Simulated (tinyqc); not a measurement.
Planar ballistic transistor, top-of-the-barrier model: effect of the temperature.

At the top of the source barrier, states moving towards the drain are filled by the source (Fermi level 0) and states moving back by the drain (Fermi level -q Vd); nothing scatters. U is the shift of the band edge there, set by the capacitances CG, CD and CS (the total) and by the charge. Parabolic two-dimensional band; the source is grounded.

N0 = gv m kB T/(pi hbar^2), CG = eps0 eox/tox, vT = sqrt(2 kB T/(pi m)), CS = CG/aG, n0 = n at U = 0 and Vd = 0. eta1 = -(E0 + U)/Vt, eta2 = eta1 - Vd/Vt, n = (N0/2)[F_0(eta1) + F_0(eta2)], F_0(x) = ln(1 + exp x). U = UL + q (n - n0)/CS with UL = -(aG Vg + aD Vd), energies in eV. I = q (N0/2) vT [F_(1/2)(eta1) - F_(1/2)(eta2)] per width, F_(1/2)(x) = (2/sqrt(pi)) int_0^infinity u^(1/2)/(1 + exp(u - x)) du. CQ = (q/Vt) dn/d(eta1). E0 is held fixed.

Inputs (values chosen for the exercise); mass and valleys close to those of indium arsenide:
- m = 0.0286 m0 (effective mass)
- gv = 1 (valley degeneracy)
- eox = 3.9 (relative permittivity of the gate insulator)
- tox = 2.1 nm (insulator thickness)
- aG = 0.93 (gate control CG/CS)
- aD = 0.05 (drain control CD/CS)
- E0 = 0.39 eV (band edge at the barrier top above the source Fermi level at zero bias)
- Vg = 0.6 V (gate voltage)
- Vd = 0.6 V (drain voltage)

Constants: q = 1.602176634e-19 C, kB = 1.380649e-23 J/K, hbar = 1.054571817e-34 J s, m0 = 9.1093837015e-31 kg, Vt = kB T/q, eps0 = 8.8541878128e-14 F/cm where lengths are in cm. Results are converted to the units shown.

Results:

| T (K) | eta1 | n (cm^-2) | I (uA/um) | mean velocity I/(q n) (cm/s) | CQ/CS |
|---|---|---|---|---|---|
| 50 | 29.815 | 7.6738e11 | 656.82 | 5.3423e7 | 0.54129 |
| 77 | 19.360 | 7.6738e11 | 658.08 | 5.3524e7 | 0.54129 |
| 120 | 12.423 | 7.6738e11 | 661.19 | 5.3777e7 | 0.54129 |
| 180 | 8.2819 | 7.6740e11 | 667.88 | 5.4320e7 | 0.54116 |
| 240 | 6.2108 | 7.6755e11 | 677.39 | 5.5084e7 | 0.54021 |
| 300 | 4.9668 | 7.6808e11 | 689.70 | 5.6046e7 | 0.53755 |
| 420 | 3.5394 | 7.7140e11 | 722.11 | 5.8427e7 | 0.52602 |

Estimate the missing row, T = 360 K.

Computed row:

| T (K) | eta1 | n (cm^-2) | I (uA/um) | mean velocity I/(q n) (cm/s) | CQ/CS |
|---|---|---|---|---|---|
| 360 | 4.1354 | 7.6929e11 | 704.69 | 5.7173e7 | 0.53277 |

With this row back in the table: As T goes from 50 to 420 K, n rises from 7.67e11 to 7.71e11 cm^-2, the mean velocity rises from 5.34e7 to 5.84e7 cm/s and the current rises from 657 to 722 uA/um. CQ/CS goes from 0.54 to 0.53.

Numbers from tinyqc (`OMP_NUM_THREADS=1 python tinyqc.py 2400073 2400074 out.jsonl`; about 0.01 s on one thread of a shared Intel Xeon 2.30GHz).
